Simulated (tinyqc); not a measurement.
Crystal pulling from the melt: segregation, interface stability, heat balance and point-defect regime: one step, computed by the program tinyqc.

A dilute solute; steady pulling with a flat interface unless it is found unstable.

Task: Constitutional supercooling. Liquidus slope per concentration (van 't Hoff): |m| = k_B T_m^2 (1 - k0)/L. Solute gradient at the interface: G_C = (V/D) C_s (1 - k0)/k0. Constitutional supercooling sets in when |m| G_C > G_L. Critical C_s from the equality.

Inputs (values chosen for the exercise, modelled on boron in silicon): equilibrium coefficient k0 = 0.82; diffusivity in the melt D = 0.00014 cm^2/s; pull rate V = 0.64 mm/min; gradient in the melt G_L = 15 K/cm; latent heat per volume L = 4190 J/cm^3; melting point T_m = 1685 K.

C_s = 3.183091e+17 1/cm^3

Constants: k_B = 1.380649e-23 J/K.

Give: |m|; |m| G_C; critical C_s; ratio |m| G_C/G_L.

Result:

|m| = 1.684e-21 K cm^3

|m| G_C = 8.965e-04 K/cm

critical C_s = 5.326e+21 1/cm^3

ratio |m| G_C/G_L = 5.977e-05

The interface is stable by this test, with a margin of 17000. Caution: a critical C_s above 1e21 /cm^3 lies outside the dilute theory and, for most dopants in silicon, above the solubility.
